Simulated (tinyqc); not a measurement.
What moves the results: periodic multilayer mirror for extreme ultraviolet light. A value that a table varies takes the place of the one given here.

s polarisation, vacuum above. q_j = sqrt(N_j^2 - sin^2 theta); interface r_jk = (q_j - q_k)/(q_j + q_k) exp(-2 (2 pi/lam)^2 q_j q_k sg^2) (Nevot-Croce; sg = 0 if not given); phase factor of a layer x_j = exp(4 pi i q_j d_j/lam). Each period has the spacer (thickness (1 - Gm) L) on top of the absorber (Gm L). In this recursion R is the amplitude; R in tables and results is the reflectance, its squared modulus. The substrate is of the spacer material. Starting with R = 0 in it, each interface upward gives R -> (r + R x)/(1 + r R x), x that of the layer below the interface (1 for the substrate).

Parameters, chosen for this exercise (optical constants near those of Mo and Si at 13.5 nm; shifted at random, so the results belong to these values and not to a real crystal):
- lam = 13.5 nm (wavelength)
- dA = (0.0738, 0.0067) (delta and beta of the absorber, N = 1 - delta + i beta)
- dS = (0.001, 0.0018) (delta and beta of the spacer and the substrate)
- L = 7.06 nm (period)
- Gm = 0.44 (absorber share of the period)
- theta = 9 degrees (angle from the normal)
- sg = 0.4 nm (interface roughness)
- Np = 20 (periods)

## Number of periods

The last column sets both beta to zero.

Reflectance:
```
periods      R  R without absorption
5        0.101                 0.115
10       0.297                 0.370
15       0.465                 0.617
20       0.573                 0.789
30       0.664                 0.944
40       0.688                 0.986
50       0.694                 0.997
60       0.695                 0.999
80       0.695                 1.000
100      0.695                 1.000
```

R reaches 0.688 at 40 periods and 0.695 at 100; it stays within 0.01 of the last value from 40 periods on. Without absorption the last value is 1.000: absorption, not the count of layers, caps the mirror, and the roughness, which weakens each reflection, lowers that cap further.

## Wavelength

The optical constants are held fixed.

Reflectance:
```
lam (nm)      R
12.9      0.078
13.0      0.203
13.1      0.335
13.2      0.438
13.3      0.509
13.4      0.553
13.5      0.573
13.6      0.569
13.7      0.539
13.8      0.475
13.9      0.369
14.0      0.229
14.1      0.093
14.2      0.017
14.3      0.010
```

The largest value listed is 0.573 at 13.5 nm, against lam_B = 2 L Re(mean q) = 13.473 nm. R exceeds half of that from 13.1 to 13.9 nm of the wavelengths listed, at least 5.9 % of the wavelength; a chain of ten mirrors narrows it, since R^10 falls to half where R has lost only 7 %.

## Absorber share

For each Gm the period is set so that lam_B = 2 L Re(mean q) equals lam - 0.09 nm.

Results:
```
Gm    L (nm)      R
0.15   6.873  0.222
0.20   6.899  0.328
0.25   6.925  0.418
0.30   6.951  0.486
0.35   6.978  0.533
0.40   7.005  0.562
0.45   7.032  0.574
0.50   7.059  0.574
0.60   7.115  0.535
0.70   7.171  0.442
```

The largest value listed is 0.574 at 0.45. The contrast of a period goes as sin(pi Gm) and is largest at 0.5, while the loss grows with Gm; R is 0.574 at 0.5, 0.486 at 0.3 and 0.442 at 0.7. Contrast counts most here, so the best share lies near 0.5, a little below it through absorption.

## Angle of incidence

Results:
```
theta (degrees)  lam_B (nm)      R
0                    13.654  0.513
2                    13.645  0.517
4                    13.618  0.530
6                    13.573  0.548
8                    13.511  0.566
10                   13.431  0.576
12                   13.334  0.568
14                   13.219  0.523
16                   13.086  0.404
18                   12.936  0.180
20                   12.770  0.013
```

lam_B = 2 L Re(mean q) falls with the angle, from 13.654 to 12.770 nm; the largest value listed is 0.576 at 10 degrees. R stays above 90 % of that value at 4, 6, 8, 10, 12 and 14 degrees, which bounds the cone of light that a mask or mirror with this period accepts.

## Tolerances

R of the mirror, and R^10 for a chain of ten such mirrors. Each row changes one parameter from the base and keeps the others.

Results:
```
case                         R     R^10
base                    0.5726  0.00379
L = 7.1 nm              0.5600  0.00303
Gm = 0.48               0.5762  0.00403
theta = 11 degrees      0.5752  0.00397
sg = 0.6 nm             0.5325  0.00183
dA = (0.0738, 0.00804)  0.5487  0.00247
lam = 13.55 nm          0.5739  0.00388
```

The largest shifts from the base row, up to three for each result and ties (the steps differ in size, so this ranks the rows, not the parameters). R: sg -0.0401, dA -0.0239, L -0.0126. R^10: sg -0.00195, dA -0.00132, L -0.000755.

tinyqc: `OMP_NUM_THREADS=1 python tinyqc.py 1651627 1651628 out.jsonl`; about 0.01 s, one thread, shared Intel(R) Xeon(R) Processor @ 2.30GHz.
